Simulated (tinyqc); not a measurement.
Surface potential of a MOS transistor: implicit equation and explicit approximations: two steps of the calculation.

p-type body, charge-sheet picture, depletion and inversion only, full ionisation (an idealisation for deep acceptors), Boltzmann statistics (rough once Na exp(x - xn) passes about Nc/7). In units of Vt: xg = (Vg - Vfb)/Vt, x = psi/Vt, G = gamma/sqrt(Vt), xn = (2 phiF + Vc)/Vt. The implicit equation is (xg - x)^2 = G^2 [x - 1 + exp(x - xn)] for x above about 3. Cox = eps0 eox/tox.

Values chosen for this exercise; band and dielectric values close to those of silicon:
- T = 300 K (temperature)
- eox = 3.9 (relative permittivity of the gate insulator (close to silicon dioxide))
- tox = 20 nm (insulator thickness)
- Vc = 0.5 V (channel-body voltage)

Constants: q = 1.602176634e-19 C, kB = 1.380649e-23 J/K, Vt = kB T/q, eps0 = 8.8541878128e-14 F/cm where lengths are in cm. Results are converted to the units shown.

Question 1. New x. D = exp(x - xn), f = (xg - x)^2 - G^2 (x - 1 + D), f' = -2 (xg - x) - G^2 (1 + D), x(new) = x - f/f'.

x after iteration 1 = 52.388323
G = 8.5936886
xn = 51.723316
xg = 114.88473

Find: D; f; f'; x after iteration 2.

Answer 1.

D = 1.945
f = -32.91
f' = -342.4
x after iteration 2 = 52.29

Question 2. Potential, charges and gate control. psi = Vt x; N_dep = Cox Vt G sqrt(x - 1)/q; N_inv = (Cox Vt G/q) [sqrt(x - 1 + exp(x - xn)) - sqrt(x - 1)]; dpsi/dVg = 1/[1 + G^2 (1 + exp(x - xn))/(2 (xg - x))].

converged x = 52.290306
G = 8.5936886
xn = 51.723316
xg = 114.88473

Find: psi; N_dep; N_inv; dpsi/dVg.

Answer 2.

psi = 1.3518 V
N_dep = 1.7146e12 cm^-2
N_inv = 2.9218e10 cm^-2
dpsi/dVg = 0.38024

psi lies 0.57 Vt above 2 phiF + Vc.

Program tinyqc, `OMP_NUM_THREADS=1 python tinyqc.py 2122123 2122124 out.jsonl`; Intel Xeon 2.30GHz, shared host, one thread, about 0.01 s.
